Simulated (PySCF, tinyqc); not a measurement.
CISD on RHF in the sto-6g basis, for H4, spin multiplicity 1, step by step. The lowest restricted solution is unstable here: a spin-polarised one lies 0.0218 hartree lower (PySCF). Computed by tinyqc, a small Python program that keeps every step (integrals from PySCF). Settings: charge = 0, multiplicity = 1, basis = sto-6g, method = RHF, energy threshold = 1e-10, iteration cap = 51, orthogonalisation = canonical, start = Wolfsberg-Helmholz matrix, DIIS depth = 6, ci = CISD, davidson = 1. Command: `OMP_NUM_THREADS=1 python tinyqc.py 31499 31500 out.jsonl` (the two numbers bound the seeds that draw the settings). One thread of a shared host (Intel(R) Xeon(R) Processor @ 2.60GHz), about 0.08 s of CPU time with the checks. The early iterations of the SCF are left out here.

## One-electron integrals

Geometry (angstrom):
```
atom         x         y         z
H     0.000000  0.000000  0.000000
H     0.000000  0.000000  0.837000
H     0.000000  0.969000  0.000000
H     0.000000  0.969000  0.837000
```

Basis sto-6g: exponents (1/bohr^2) and contraction coefficients of normalised primitives:
```
element  l (shell)   exponent  coefficient
H            s (1)  35.523221     0.009164
H            s (1)   6.513144     0.049361
H            s (1)   1.822143     0.168538
H            s (1)   0.625955     0.370563
H            s (1)   0.243077     0.416492
H            s (1)   0.100112     0.130334
```

Overlap, kinetic and nuclear-attraction integrals over the contracted functions; the nuclear repulsion is the sum of Za Zb / Rab.

nuclear repulsion = 3.18322911 hartree

overlap S, lower triangle:
```
          1H 1s     2H 1s     3H 1s     4H 1s
1H 1s  1.000000
2H 1s  0.596960  1.000000
3H 1s  0.515127  0.348424  1.000000
4H 1s  0.348424  0.515127  0.596960  1.000000
```

kinetic energy T (hartree), lower triangle:
```
          1H 1s     2H 1s     3H 1s     4H 1s
1H 1s  0.768522
2H 1s  0.181604  0.768522
3H 1s  0.123243  0.038199  0.768522
4H 1s  0.038199  0.123243  0.181604  0.768522
```

nuclear attraction V (hartree), lower triangle:
```
           1H 1s      2H 1s      3H 1s      4H 1s
1H 1s  -2.770993
2H 1s  -1.607077  -2.770993
3H 1s  -1.368610  -0.940344  -2.770993
4H 1s  -0.940344  -1.368610  -1.607077  -2.770993
```

core Hamiltonian H = T + V (hartree), lower triangle:
```
           1H 1s      2H 1s      3H 1s      4H 1s
1H 1s  -2.002470
2H 1s  -1.425473  -2.002470
3H 1s  -1.245367  -0.902145  -2.002470
4H 1s  -0.902145  -1.245367  -1.425473  -2.002470
```

## Two-electron integrals

Functions are numbered as in S; the eight-fold symmetry (ij|kl) = (ji|kl) = (kl|ij) leaves the list below.

Two-electron integrals (ij|kl) in chemists' order, unique and non-zero (hartree):
```
(11|11) 0.774999   (21|11) 0.390741   (21|21) 0.237590   (22|11) 0.534151
(22|21) 0.390741   (22|22) 0.774999   (31|11) 0.323970   (31|21) 0.171243
(31|22) 0.244452   (31|31) 0.171159   (32|11) 0.192768   (32|21) 0.119392
(32|22) 0.199260   (32|31) 0.103761   (32|32) 0.072511   (33|11) 0.488240
(33|21) 0.269096   (33|22) 0.396512   (33|31) 0.323970   (33|32) 0.199260
(33|33) 0.774999   (41|11) 0.199260   (41|21) 0.119392   (41|22) 0.192768
(41|31) 0.103761   (41|32) 0.071926   (41|33) 0.192768   (41|41) 0.072511
(42|11) 0.244452   (42|21) 0.171243   (42|22) 0.323970   (42|31) 0.130145
(42|32) 0.103761   (42|33) 0.244452   (42|41) 0.103761   (42|42) 0.171159
(43|11) 0.269096   (43|21) 0.164759   (43|22) 0.269096   (43|31) 0.171243
(43|32) 0.119392   (43|33) 0.390741   (43|41) 0.119392   (43|42) 0.171243
(43|43) 0.237590   (44|11) 0.396512   (44|21) 0.269096   (44|22) 0.488240
(44|31) 0.244452   (44|32) 0.192768   (44|33) 0.534151   (44|41) 0.199260
(44|42) 0.323970   (44|43) 0.390741   (44|44) 0.774999
```

## Orthogonalisation

S = U s U^T; canonical form X = U s^(-1/2), so that X^T S X = 1. Each column of U has its largest component positive (the first on a tie).

eigenvalues of S: 0.236338  0.569743  0.733409  2.460511

X:
```
               1          2          3         4
1H 1s   1.028498   0.662415   0.583844  0.318755
2H 1s  -1.028498  -0.662415   0.583844  0.318755
3H 1s  -1.028498   0.662415  -0.583844  0.318755
4H 1s   1.028498  -0.662415  -0.583844  0.318755
```

## Iteration 2 (converged): orbitals

converged F (hartree), lower triangle:
```
           1H 1s      2H 1s      3H 1s      4H 1s
1H 1s  -0.416345
2H 1s  -0.622012  -0.416345
3H 1s  -0.441780  -0.411170  -0.416345
4H 1s  -0.411170  -0.441780  -0.622012  -0.416345
```

Diagonalise F' = X^T F X, C = X C', fill 2 alpha and 2 beta electrons from the bottom; D = 2 C_occ C_occ^T. Each column has its largest component positive (the first on a tie).

F' = X^T F X (hartree), lower triangle:
```
          1         2          3          4
1  0.999745
2  0.000000  0.307255
3  0.000000  0.000000  -0.252801
4  0.000000  0.000000   0.000000  -0.768664
```

orbital energies (hartree): MO1 -0.768664, MO2 -0.252801, MO3 0.307255, MO4 0.999745

coefficients C:
```
            MO1        MO2        MO3        MO4
1H 1s  0.318755   0.583844   0.662415   1.028498
2H 1s  0.318755   0.583844  -0.662415  -1.028498
3H 1s  0.318755  -0.583844   0.662415  -1.028498
4H 1s  0.318755  -0.583844  -0.662415   1.028498
```

D after iteration 2, lower triangle:
```
           1H 1s      2H 1s     3H 1s     4H 1s
1H 1s   0.884958
2H 1s   0.884958   0.884958
3H 1s  -0.478538  -0.478538  0.884958
4H 1s  -0.478538  -0.478538  0.884958  0.884958
```

## Convergence

Stop when the energy changes by less than 1e-10 hartree and every element of the error matrix X^T (F D S - S D F) X is below 3e-06.

Course of the cycle:
```
iteration  E (hartree)     change  largest element of the error matrix
1          -1.85007423          -                             1.03e-15
2          -1.85007423  -8.88e-16                             1.20e-15
```

PySCF RHF in the same basis = -1.85007423 hartree

Converged in 2 iterations.

## Integrals over molecular orbitals

(pq|rs) = sum C_ip C_jq C_kr C_ls (ij|kl), one index at a time.

one-electron integrals over orbitals h = C^T H C (hartree), lower triangle:
```
           1          2          3          4
1  -2.265975
2   0.000000  -1.745863
3   0.000000   0.000000  -1.615149
4   0.000000   0.000000   0.000000  -0.989158
```

Two-electron integrals over orbitals (pq|rs), unique and non-zero (hartree):
```
(11|11) 0.558563   (21|21) 0.146385   (22|11) 0.542566   (22|22) 0.554314
(31|31) 0.130661   (32|32) 0.074381   (33|11) 0.538836   (33|22) 0.524887
(33|33) 0.547900   (41|32) 0.075035   (41|41) 0.075775   (42|31) 0.127069
(42|42) 0.139232   (43|21) 0.141364   (43|43) 0.154999   (44|11) 0.547553
(44|22) 0.554402   (44|33) 0.553025   (44|44) 0.581292
```

## CISD: determinants and Hamiltonian

Hartree-Fock energy = -1.85007423 hartree

Slater-Condon rules over spin orbitals, with the nuclear repulsion added and E(HF) subtracted on the diagonal. Only determinants linked to the reference directly or through others are kept (one block of an abelian symmetry group), so some states are absent.

Occupation strings over the orbitals (2 doubly, a alpha, b beta, 0 empty; spin orbitals ordered 1a 1b 2a 2b ...): 2200 aabb 2020 abab 2002 abba baab 0220 baba 0202 bbaa

H - E(HF) between determinants (hartree), lower triangle:
```
           2200       aabb       2020       abab       2002       abba       baab       0220
2200   0.000000
aabb  -0.052034   1.377044
2020   0.074381   0.075035   0.271540
abab  -0.075035  -0.074381   0.066329   1.408534
2002   0.139232  -0.127069   0.154999   0.141364   1.701555
abba   0.127069  -0.139232  -0.141364  -0.154999  -0.014295   1.528272
baab   0.127069  -0.130661  -0.141364  -0.146385  -0.014295   0.000000   1.528272
0220   0.130661  -0.127069   0.146385   0.141364   0.000000  -0.014295  -0.014295   1.364278
baba  -0.075035  -0.075775   0.066329   0.000000   0.141364  -0.146385  -0.154999   0.141364
0202   0.075775   0.075035   0.000000   0.066329   0.146385  -0.141364  -0.141364   0.154999
bbaa  -0.052034   0.000000   0.075035  -0.075775  -0.127069  -0.130661  -0.139232  -0.127069

           baba      0202      bbaa
baba   1.408534
0202   0.066329  2.638012
bbaa  -0.074381  0.075035  1.377044
```

## CISD: roots

Diagonalise (each vector has its largest component positive (the first on a tie)); all determinants have Ms = 0, so triplets appear too. The lowest singlet root is the correlation energy. The Davidson correction is (1 - c0^2) E_corr, c0 the coefficient of the reference.

lowest roots of this matrix, relative to E(HF) (hartree): -0.075115  0.214041  0.956995  1.151638  1.376534  1.407937  1.529379  1.534440

lowest vectors:
```
         root 1     root 2    root 3     root 4
2200   0.950105   0.248880  0.000000   0.124660
aabb   0.028409  -0.068095  0.408248   0.320794
2020  -0.256344   0.935430  0.000000   0.177887
abab   0.057837   0.005204  0.408248  -0.316981
2002  -0.055884  -0.134362  0.000000   0.258046
abba  -0.086246   0.062891  0.408248  -0.003813
baab  -0.086246   0.062891  0.408248  -0.003813
0220  -0.064657  -0.165066  0.000000   0.683947
baba   0.057837   0.005204  0.408248  -0.316981
0202  -0.033213   0.022156  0.000000  -0.107914
bbaa   0.028409  -0.068095  0.408248   0.320794
```

<S^2> of these roots: 0.000000  0.000000  6.000000  0.000000  2.000000  2.000000  2.000000  0.000000

weight of the ground state by excitation level 0, 1, 2, ...: 0.902700  0.000000  0.097300

Davidson correction = -0.00730877 hartree

## The lowest root by the Davidson method

Start from the reference; add the residual divided by (theta - H_ii), orthogonalised, at each step.

Davidson iterations:
```
iteration  subspace  lowest Ritz value (hartree)  residual norm
1                 1                            0       3.11e-01
2                 2                  -0.07284524       6.45e-02
3                 3                  -0.07492395       1.36e-02
4                 4                  -0.07509083       5.84e-03
5                 5                  -0.07511525       6.15e-04
6                 6                  -0.07511546       7.63e-05
7                 7                  -0.07511546       1.40e-06
8                 8                  -0.07511546       2.42e-16
```
